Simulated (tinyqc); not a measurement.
Worked calculation: CID on RHF in the sto-6g basis, for H3+, spin multiplicity 1. One step of it, computed by the program tinyqc.

Question. Integrals over molecular orbitals. (pq|rs) = sum C_ip C_jq C_kr C_ls (ij|kl), one index at a time.

coefficients C:
```
,MO1,MO2,MO3
1H 1s,0.412608,1.047041,-0.426968
2H 1s,0.412764,-0.153893,1.120403
3H 1s,0.412652,-0.893048,-0.693664
```

core Hamiltonian H = T + V (hartree), lower triangle:
```
,1H 1s,2H 1s,3H 1s
1H 1s,-1.469469
2H 1s,-0.913198,-1.469683
3H 1s,-0.912813,-0.913347,-1.469528
```

Two-electron integrals (ij|kl) in chemists' order, unique and non-zero (hartree):
```
i,j,k,l,(ij|kl)
1,1,1,1,0.774999
2,1,1,1,0.295415
2,1,2,1,0.145538
2,2,1,1,0.468054
2,2,2,1,0.295415
2,2,2,2,0.774999
3,1,1,1,0.295255
3,1,2,1,0.130614
3,1,2,2,0.235056
3,1,3,1,0.145398
3,2,1,1,0.235144
3,2,2,1,0.130687
3,2,2,2,0.295477
3,2,3,1,0.130634
3,2,3,2,0.145591
3,3,1,1,0.467939
3,3,2,1,0.235119
3,3,2,2,0.468098
3,3,3,1,0.295255
3,3,3,2,0.295477
3,3,3,3,0.774999
```

Give: one-electron integrals over orbitals h = C^T H C; Two-electron integrals over orbitals.

Answer.

one-electron integrals over orbitals h = C^T H C (hartree), lower triangle:
```
,1,2,3
1,-1.684
2,0.000,-1.067
3,0.000,0.000,-1.067
```

Two-electron integrals over orbitals (pq|rs), unique and non-zero (hartree):
```
p,q,r,s,(pq|rs)
1,1,1,1,0.578
2,1,1,1,-2.36e-05
2,1,2,1,0.145
2,2,1,1,0.563
2,2,2,1,0.039
2,2,2,2,0.648
3,1,1,1,5.44e-05
3,1,2,2,-0.089
3,1,3,1,0.145
3,2,1,1,6.64e-09
3,2,2,1,-0.089
3,2,2,2,-2.41e-05
3,2,3,1,-0.039
3,2,3,2,0.077
3,3,1,1,0.563
3,3,2,1,-0.039
3,3,2,2,0.495
3,3,3,1,0.089
3,3,3,2,2.41e-05
3,3,3,3,0.648
```
